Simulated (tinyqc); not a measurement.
# Deformation potential from the mobility gain

Inverse problem. Tension X along [100] raises the x valleys by D = Xu (s11 - s12) X against the y and z valleys. Their share is f = w/(w + 2), w = exp(-D/Vt), and for current along [100] mu/mu0 = [f/ml + (1 - f)/mt]/[(1/ml + 2/mt)/3]. Find f, D and Xu.

Parameters, values chosen for the exercise; values close to those of silicon:

| symbol | value | unit | meaning |
|---|---|---|---|
| T | 325 | K | temperature |
| s11 | 7.83 | 1/TPa | compliance |
| s12 | -2.19 | 1/TPa | compliance |
| ml | 0.906 | m0 | longitudinal mass |
| mt | 0.186 | m0 | transverse mass |

Constants: q = 1.602176634e-19 C, kB = 1.380649e-23 J/K, Vt = kB T/q. Results are converted to the units shown.

mu/mu0 = 1.34689251
X = 1100 MPa

Solution. The gain is linear in f; w = 2 f/(1 - f).

f = 0.01246
D = 103.1 meV
Xu = 9.350 eV

Numbers from tinyqc (`OMP_NUM_THREADS=1 python tinyqc.py 2530008 2530009 out.jsonl`; about 0.01 s on one thread of a shared Intel Xeon 2.30GHz).
